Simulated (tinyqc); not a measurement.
Chemically amplified photoresist: aerial image, acid generation, bake, development and line width: one step, computed by the program tinyqc. Command: `OMP_NUM_THREADS=1 python tinyqc.py 3016555 3016556 out.jsonl resist walk`. One thread of a shared host (Intel(R) Xeon(R) Processor @ 2.30GHz), about 0.03 s of CPU time with the checks.

Lines and spaces of pitch p with a two-beam-like image; x = 0 is the middle of the bright space. The resist is positive and treated as uniform in depth.

Question. Space width and dose latitude. Dose E(x) = E [1 + c cos(2 pi x/p)]; acid h = 1 - exp(-C E(x)). Bake: the acid image is blurred by a Gaussian of variance sigma^2 = 2 D t (each Fourier term k of h, taken on 64 points, is multiplied by exp(-4 pi^2 k^2 D t/p^2)). The quencher then removes q, h_eff = max(h_blurred - q, 0); protection m = exp(-k_amp t h_eff). Mack rate r = r_max (a + 1)(1 - m)^n/(a + (1 - m)^n) + r_min, a = ((n + 1)/(n - 1))(1 - m_th)^n. Edge: vertical development clears the film where r t_d >= d; the space width is twice the x where r = d/t_d. Dose sensitivity = d ln(width)/d ln E from widths at 1.005 E and E/1.005; image log-slope at the edge = |d ln E/dx|, normalised by the width (NILS); latitude for 10 % of width = 10 %/sensitivity.

Inputs (values chosen for the exercise, for a model resist at 13.5 nm):
```
quantity                                         value     unit
pitch p                                             28       nm
image contrast c                                  0.69        -
mean dose E                                       15.9  mJ/cm^2
Dill parameter C                                 0.016  cm^2/mJ
quencher load q, relative to the acid generator  0.073        -
acid diffusivity D                                0.11   nm^2/s
bake time t                                         45        s
amplification rate k_amp                         0.033      1/s
threshold protection m_th                         0.47        -
development selectivity n                            8        -
largest rate r_max                                1200     nm/s
smallest rate r_min                              0.051     nm/s
resist thickness d                                  32       nm
development time t_d                                60        s
```

Give: space width; dose sensitivity; NILS; dose latitude.

Answer.

space width = 13.40 nm

dose sensitivity = 1.235

NILS = 1.978

dose latitude = 8.098 %

At the same width a resist without blur would give a sensitivity 2/NILS = 1.011; the blur multiplies it by 1.22. Caution: lateral development, standing waves and the joint diffusion of acid and quencher are left out, so widths are indicative.
